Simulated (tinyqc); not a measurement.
## Depth and level of a trap from the time ratio

Problem. For an oxide trap tc/te = exp(E/Vt) with E = E0 - dpsi - (xt/tox)(Vg - VT - dpsi), dpsi being the rise of the surface potential above its value at threshold. Find xt and E0, and the depth that would be read if dpsi were ignored.

Inputs (values chosen for the exercise): temperature T = 300 K; insulator thickness tox = 6.6 nm.

Constants: q = 1.602176634e-19 C, kB = 1.380649e-23 J/K, Vt = kB T/q. Results are converted to the units shown.

Vg - VT (V): 0.33  0.48
tc/te: 1.5494256  0.38324630
dpsi (V): 0.071719774  0.082526085

Solution. E + dpsi is a straight line in the oxide voltage Vg - VT - dpsi with slope -xt/tox and intercept E0. Ignoring dpsi assigns the motion of the bands to the trap and overstates its depth.

xt = 1.20 nm
E0 = 0.130 eV
depth read without dpsi = 1.59 nm

Program tinyqc, `OMP_NUM_THREADS=1 python tinyqc.py 2710099 2710100 out.jsonl`; Intel Xeon 2.30GHz, shared host, one thread, about 0.01 s.
